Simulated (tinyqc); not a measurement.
Worked calculation: geometry relaxation of a small cluster. Computed by tinyqc, a small Python program that keeps every step. Command: `OMP_NUM_THREADS=1 python tinyqc.py 3011131 3011132 out.jsonl relax walk`. One thread of a shared host (Intel(R) Xeon(R) Processor @ 2.30GHz), about 0.02 s of CPU time with the checks. Intermediate numbers are printed to about 6 digits and carried at full precision; extremes and crossings named in words are read from the listed rows.

E = sum_i {sum_j A exp(-p (r_ij/r0 - 1)) - xi sqrt(rho_i)}, rho_i = sum_j exp(-2 q (r_ij/r0 - 1)); the force on i is -sum_j w_ij (R_i - R_j)/r_ij with w_ij = -(2p/r0) A exp(-p (r_ij/r0 - 1)) + (xi q/r0) exp(-2 q (r_ij/r0 - 1)) (rho_i^(-1/2) + rho_j^(-1/2)).

Inputs (values chosen for the exercise, for model atoms):
```
quantity                 value           unit
length r0                 3.09       angstrom
repulsion A              0.084             eV
hopping xi                1.37             eV
decay p                   10.8              -
decay q                   2.29              -
step factor eta           0.04  angstrom^2/eV
largest number of steps    500              -
```

Potential: Gupta. Method: conjugate gradient.

starting positions (angstrom):
```
            x      y      z
atom 1  -0.24   0.15  -0.03
atom 2   2.97  -0.12   0.07
atom 3   1.32   2.71  -0.01
atom 4   1.42   1.07   2.42
```

## Energy and forces at the start

Evaluate E and the forces at the starting positions.

distances (angstrom): 1-2 3.22289, 1-3 2.99793, 1-4 3.09911, 2-3 3.27686, 2-4 3.05632, 3-4 2.93334

energy at the start = -8.43560 eV

forces (eV/angstrom):
```
               x         y         z
atom 1   1.20173   0.56007   0.47010
atom 2  -1.22731   0.80015   0.41565
atom 3   0.04571  -1.19355   0.35055
atom 4  -0.02014  -0.16667  -1.23630
```

## The first two steps

Conjugate gradient (Polak-Ribiere): d = F + beta d(old), beta = max(0, F.(F - F(old))/|F(old)|^2), d = F at first; step length from one secant, s = eta (F.d)/(F.d - F(R + eta d).d), replaced by eta if that is not positive; R(new) = R + s d. No atom moves more than 0.3 angstrom a step (the whole step is scaled). Stop when the largest force component is below 1e-5 eV/angstrom.

positions after step 1 (angstrom):
```
               x        y        z
atom 1  -0.03995  0.24323  0.04825
atom 2   2.76570  0.01320  0.13919
atom 3   1.32761  2.51132  0.04836
atom 4   1.41665  1.04226  2.21420
```

energy after step 1 = -8.71429 eV

positions after step 2 (angstrom):
```
              x        y        z
atom 1  0.04811  0.26107  0.07994
atom 2  2.65705  0.08629  0.15852
atom 3  1.35267  2.44813  0.04275
atom 4  1.41217  1.01451  2.16880
```

energy after step 2 = -7.94150 eV

The energy rose in a step: the move overshot.

## All steps

The formulas are those given above.

Course of the relaxation:
```
step    E (eV)  largest force (eV/angstrom)  force calls
0     -8.43560                  1.23630e+00            1
1     -8.71429                  2.14788e+00            3
2     -7.94150                  4.55416e+00            5
3     -3.89038                  1.53358e+01            7
4      1.39242                  3.03960e+01            9
5      5.90089                  3.53417e+01           11
6     -6.69827                  6.15527e+00           13
7     -8.25366                  6.02127e-01           15
8     -8.55675                  9.83209e-01           17
...        ...                          ...          ...
16    -9.00771                  9.08156e-02           33
17    -9.00834                  3.45627e-02           35
18    -9.00851                  5.49826e-03           37
19    -9.00853                  4.43400e-03           39
20    -9.00854                  1.19336e-03           41
21    -9.00854                  1.34243e-04           43
22    -9.00854                  1.21524e-04           45
23    -9.00854                  3.79021e-05           47
24    -9.00854                  6.01799e-06           49
```

final positions (angstrom):
```
               x        y         z
atom 1  -0.05711  0.11161   0.07799
atom 2   2.78177  0.10389   0.06292
atom 3   1.36841  2.56384  -0.04011
atom 4   1.37693  1.03066   2.34920
```

final energy = -9.00854 eV

steps = 24

largest force at the end = 6.01799e-06 eV/angstrom

Converged in 24 steps.

## Curvatures at the end

Hessian at the final positions by central differences of the forces; six eigenvalues vanish (translations and rotations). Steepest descent is stable for eta below 2/lambda_max and contracts the softest mode by 1 - eta lambda_min a step.

non-zero eigenvalues (eV/angstrom^2): 2.8425  2.8426  6.3828  6.3828  6.3828  15.5563

condition number = 5.47268

largest stable eta = 0.128565 angstrom^2/eV

contraction of the softest mode = 0.886299

All are positive, so the end point is a minimum.

## Four methods from the same start

Steepest descent: R(new) = R + eta F. BFGS: R(new) = R + B F with the inverse Hessian B = eta 1 at first; with s = R(new) - R, y = F - F(new), rho = 1/(y.s): B(new) = (1 - rho s y^T) B (1 - rho y s^T) + rho s s^T, skipped if y.s is not positive. FIRE with unit mass: if F.v > 0, v = (1 - a) v + a |v| F/|F|, and after more than 5 such steps in a row dt = min(1.1 dt, 5 dt0), a = 0.99 a; else v = 0, a = 0.1, and dt = dt/2 (not at the first step). Then v = v + dt F, R(new) = R + dt v. dt0 = sqrt(eta), a = 0.1 at first. In this comparison each method may take up to 1500 steps.

Cost:
```
method              steps  force calls  final E (eV)  calls to reach 1e-2
steepest descent       87           88      -9.00854                   31
conjugate gradient     24           49      -9.00854                   37
BFGS                   20           21      -9.00854                   12
FIRE                   98           99      -9.00854                   34
```

In force calls the order is BFGS (21), conjugate gradient (49), steepest descent (88), FIRE (99). All that converged end at the same energy. Near the minimum steepest descent multiplies the slowest mode by 0.886 in size a step, 19 steps a decade of force, at a condition number of 5.5. On this problem it beats FIRE in force calls.

Checks made by the program: forces against finite differences of E (relative difference below 1e-10).
